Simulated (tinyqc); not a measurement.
Surface potential of a MOS transistor: implicit equation and explicit approximations: one step of the calculation.

p-type body, charge-sheet picture, depletion and inversion only, full ionisation (an idealisation for deep acceptors), Boltzmann statistics (rough once Na exp(x - xn) passes about Nc/7). In units of Vt: xg = (Vg - Vfb)/Vt, x = psi/Vt, G = gamma/sqrt(Vt), xn = (2 phiF + Vc)/Vt. The implicit equation is (xg - x)^2 = G^2 [x - 1 + exp(x - xn)] for x above about 3. Cox = eps0 eox/tox.

Question. Explicit approximation. Depletion value a = 1 + [sqrt(G^2/4 + xg - 1) - G/2]^2; inversion value b = xn + ln[(xg - xn)^2/G^2 - xn + 1] and first guess y = min(a, b) - ln(1 + exp(-|a - b|)) if a > xn + 1, else b = y = a; one second-order correction with D = exp(y - xn), p = 2 (xg - y) + G^2 (1 + D), w = (xg - y)^2 - G^2 (y - 1 + D): z = y + 2 w/(p + sqrt(p^2 - 2 (2 - G^2 D) w)), or the Newton step z = y + w/p where the root is not real.

G = 0.63007481
xn = 27.509947
xg = 32.161093

Wanted: a; b; y; p; w; z.

Answer.

a = 28.837
b = 30.842
y = 28.710
p = 8.6170
w = -0.41241
z = 28.663

The root of the implicit equation is x = 28.6627; y misses it by 0.048 and z by -2.7e-6, in units of Vt.

tinyqc, about 0.01 s, one thread, Intel Xeon 2.30GHz (shared host): `OMP_NUM_THREADS=1 python tinyqc.py 2122168 2122169 out.jsonl`
